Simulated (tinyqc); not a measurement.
X-ray reflectivity of a thin film on silicon: critical angles, Parratt recursion, fringes and roughness: one step, computed by the program tinyqc. Command: `OMP_NUM_THREADS=1 python tinyqc.py 3120710 3120711 out.jsonl xrr walk`. One thread of a shared host (Intel(R) Xeon(R) Processor @ 2.30GHz), about 0.01 s of CPU time with the checks.

n = 1 - delta + i beta; the classical electron radius is r_e = 2.8179403e-6 nm. Layer 0 is vacuum, 1 the film, 2 the substrate.

Task: Fringe period, contrast and decay. Far above the critical angle the period is d theta = lambda/(2 d), or 2 pi/d in q; the envelope runs between (|r_01| - |r_12 p|)^2 and (|r_01| + |r_12 p|)^2; contrast = 2 a b/(a^2 + b^2) with a = |r_01|, b = |r_12 p|; roughness factors on the amplitudes are about exp(-q^2 sigma^2/2).

Inputs (values chosen for the exercise, modelled on ruthenium on silicon, copper K-alpha radiation): wavelength lambda = 0.15406 nm; film thickness d = 34.6 nm; roughness of the surface sigma_1 = 0.3 nm; roughness of the interface sigma_2 = 0.37 nm.

1000 r_01 = 6.905935-0.592547i

1000 r_12 = -4.273661+0.438419i

p = 0.1592567-0.7933896i

q = 4 pi sin(theta)/lambda = 3.301921 1/nm

Give: period in theta; period in q; contrast; roughness factor, surface; roughness factor, interface.

Result:

period in theta = 0.1276 degrees

period in q = 0.1816 1/nm

contrast = 0.8015

roughness factor, surface = 0.6122

roughness factor, interface = 0.4741
